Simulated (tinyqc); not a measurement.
Inside a calculation. Method: UHF in the sto-3g basis, for H3-, spin multiplicity 1. The basis has no diffuse functions, so it cannot describe the extra electron: this is an exercise in the method, not the real anion. This run ends on a higher stationary point, not on the lowest solution. One step of it, computed by the program tinyqc.

Problem. Iteration 2: DIIS coefficients. Solve [B -1; -1 0][c; lambda] = [0; -1] for the coefficients, which sum to one.

B (overlaps of the stored error matrices):
```
               1              2
1  1.6890353e-02  2.0424953e-02
2  2.0424953e-02  2.9138758e-02
```

Give: DIIS coefficients.

Solution.

DIIS coefficients: 1.682  -0.682
